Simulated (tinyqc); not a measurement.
## Short-channel transistor, virtual-source model with series resistance: effect of the apparent mobility on the on and off currents

The current per gate width is the charge at the top of the source barrier (the virtual source) times its velocity times a saturation function; al and be are fitting constants of the model. Units: I in uA/um, Rs in ohm um, so I Rs = 1e-6 I Rs in volts; Q in uC/cm^2, so I = 1e-4 Q vx0 Fsat with vx0 in cm/s.

Intrinsic voltages Vg' = Vgs - I Rs, Vd' = Vds - 2 I Rs. n = n0 + nd Vd', VT = VT0 - dl Vd', Ff = 1/(1 + exp((Vg' - VT + al Vt/2)/(al Vt))), Q = Cinv n Vt ln(1 + exp((Vg' - VT + al Vt Ff)/(n Vt))), Vdsat = (vx0 L/mu)(1 - Ff) + Vt Ff, Fsat = u/(1 + u^be)^(1/be) with u = Vd'/Vdsat, and I = Q vx0 Fsat per width. I is solved self-consistently. Ion is I at Vgs = Vds = 0.7 V, Ioff at Vgs = 0, Vds = 0.7 V, and Rlin = Vds/I at Vgs = 0.7 V, Vds = 0.05 V.

Parameters, values chosen for the exercise:
- T = 350 K (temperature)
- Cinv = 3.51 uF/cm^2 (inversion capacitance)
- vx0 = 1.57e7 cm/s (velocity at the virtual source)
- L = 45 nm (channel length)
- VT0 = 0.49 V (threshold at zero drain voltage)
- dl = 0.137 V/V (drain-induced barrier lowering)
- n0 = 1.18 (subthreshold factor)
- nd = 0.05 1/V (growth of n with drain voltage)
- al = 3.5 (threshold shift (in units of Vt) from weak to strong inversion)
- be = 2 (sharpness of saturation)
- Rs = 30 ohm um (series resistance of each contact)

Constants: q = 1.602176634e-19 C, kB = 1.380649e-23 J/K, Vt = kB T/q. Results are converted to the units shown.

Result of one run:

| mu (cm^2/(V s)) | Ion (uA/um) | Ioff (nA/um) | log10(Ion/Ioff) | Rlin (ohm um) |
|---|---|---|---|---|
| 140 | 1167 | 68.72 | 4.230 | 447.6 |

What becomes of these results when the apparent mobility mu is changed from 140 to 2000 cm^2/(V s), all else the same?

Result of the changed run:

| mu (cm^2/(V s)) | Ion (uA/um) | Ioff (nA/um) | log10(Ion/Ioff) | Rlin (ohm um) |
|---|---|---|---|---|
| 2000 | 1416 | 68.82 | 4.313 | 94.73 |

The whole series:

| mu (cm^2/(V s)) | Ion (uA/um) | Ioff (nA/um) | log10(Ion/Ioff) | Rlin (ohm um) |
|---|---|---|---|---|
| 50 | 684.2 | 68.41 | 4.000 | 1128 |
| 85 | 950.6 | 68.63 | 4.142 | 692.2 |
| 140 | 1167 | 68.72 | 4.230 | 447.6 |
| 240 | 1312 | 68.77 | 4.280 | 290.2 |
| 410 | 1378 | 68.79 | 4.302 | 198.8 |
| 700 | 1404 | 68.81 | 4.310 | 145.1 |
| 1200 | 1413 | 68.81 | 4.312 | 113.1 |
| 2000 | 1416 | 68.82 | 4.313 | 94.73 |

As mu goes from 50 to 2000 cm^2/(V s), Ion rises from 684 to 1420 uA/um, Ioff rises from 68.4 to 68.8 nA/um and Rlin falls from 1130 to 94.7 ohm um. Ion changes by a factor of 2.07 and Ioff by 1.01. Below threshold Vdsat is near Vt, so L and mu hardly reach the off current.

Program tinyqc, `OMP_NUM_THREADS=1 python tinyqc.py 2380031 2380032 out.jsonl`; Intel Xeon 2.30GHz, shared host, one thread, about 0.01 s.
